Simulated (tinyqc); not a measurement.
# Changing the field over the saturation field

Model: two coupled magnetic layers: synthetic antiferromagnet, spin flop, exchange bias and magnetoresistance. Computed by tinyqc, a small Python program. Command: `OMP_NUM_THREADS=1 python tinyqc.py 3027620 3027621 out.jsonl saf sweep`. One thread of a shared host (Intel(R) Xeon(R) Processor @ 2.30GHz), about 0.8 s of CPU time with the checks.

Moments lie in the plane at the angles p1, p2 from the field. Energy per area: E = J1 cos(p1 - p2) + J2 cos^2(p1 - p2) - B M_s (t1 cos p1 + t2 cos p2) + K (t1 sin^2 p1 + t2 sin^2 p2).

Inputs (values chosen for the exercise, for a model stack):
```
quantity,value,unit
saturation magnetisation M_s,1190,kA/m
thickness t1,3.5,nm
thickness t2,2.3,nm
antiferromagnetic coupling J1,0.24,mJ/m^2
biquadratic coupling J2,0,mJ/m^2
in-plane anisotropy K,3.6,kJ/m^3
spin polarisation P1,0.79,-
spin polarisation P2,0.48,-
"resistance-area product, parallel",20,ohm micrometre^2
```

Field direction: along the easy axis.

Method:
- The parallel state is stable while the Hessian at p1 = p2 = 0 is positive: with c = J1 + 2 J2 and u = B M_s + 2K, (u t1 - c)(u t2 - c) > c^2, so B_sat M_s = c (1/t1 + 1/t2) - 2K. B_K = 2K/M_s.
- The lowest minimum of E over both angles (from five starts; of two mirror images the one with p1 >= 0, and for equal layers |p1| <= |p2|).
- Julliere: TMR = 2 P1 P2/(1 - P1 P2). Conductance G(theta) = G0 (1 + P1 P2 cos theta), so RA(theta) = RA_P (1 + P1 P2)/(1 + P1 P2 cos theta); theta = p2 for the layer next to the barrier.

One run for each value:
```
field over the saturation field,m/m_sat along B,p1 (degrees),p2 (degrees),RA at this field (ohm micrometre^2)
0.05,0.20690,0.000,-180.00,44.433
0.16,0.20690,0.000,-180.00,44.433
0.28,0.20690,0.000,-180.00,44.433
0.39,0.32315,28.857,-121.19,34.325
0.51,0.49155,38.138,-87.56,27.145
0.62,0.61188,36.978,-70.89,24.538
0.74,0.73637,32.153,-55.35,22.692
0.85,0.84843,25.048,-40.46,21.407
0.97,0.96975,11.388,-17.51,20.258
```

Describe the trends.

Over the rows, m/m_sat along B rises from 0.207 to 0.970, flat over part of the range; p1 (degrees) goes from 0 through a maximum among these rows, 38.1 at 0.510, to 11.4; p2 (degrees) lies between -180 and -17.5 without a single trend.

Extremes, crossings and ranges named in words are read from the listed rows.
